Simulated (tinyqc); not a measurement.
Read current of a NAND string, cells in series solved by shooting: one step of the calculation.

Cells in series, numbered from 0 at the source line (0 V) to the bit line, each followed by a gap resistance Rg. A cell with gate Vg, threshold VT, source Vs and drain Vd passes I = 2 nf K Vt^2 [F(Vs) - F(Vd)]/(1 + th max(Vg - VT, 0)), F(V) = ln^2(1 + exp((Vg - VT - nf V)/(2 nf Vt))). The selected cell has Vg = Vr, the others Vg = Vp.

Problem. Node voltages for a trial current. For a trial current I start at 0 V and, cell by cell (the selected one is cell 2), solve for the drain: sqrt(F(Vd)) = sqrt(F(Vs) - I/k), k = 2 nf K Vt^2/(1 + th max(Vg - VT, 0)), Vd = [Vg - VT - 2 nf Vt ln(exp(sqrt F) - 1)]/nf, then add I Rg.

Values chosen for this exercise; values of the order met in vertical NAND strings: temperature T = 358 K; gain factor of a cell K = 3.9 uA/V^2; slope factor nf = 1.5; mobility reduction factor th = 0.03 1/V; resistance of the gap between cells Rg = 21 kohm; bit-line voltage Vbl = 0.5 V; pass voltage Vp = 6.7 V; read voltage on the selected word line Vr = 3.35 V.

Constants: q = 1.602176634e-19 C, kB = 1.380649e-23 J/K, Vt = kB T/q. Results are converted to the units shown.

first trial current = 0.57 uA
thresholds from the source end, cell 0 to 3 (V): [3.3, 3.3, 2, 3.3]

Find: node voltage after each cell and gap, trial 1.

Solution.

node voltage after each cell and gap, trial 1, cell 0 to 3 (V): [0.059847, 0.12102, 0.27633, 0.34300]

Computed by the program tinyqc: `OMP_NUM_THREADS=1 python tinyqc.py 2142116 2142117 out.jsonl`, one thread of a shared Intel Xeon 2.30GHz, about 0.8 s for the whole run.
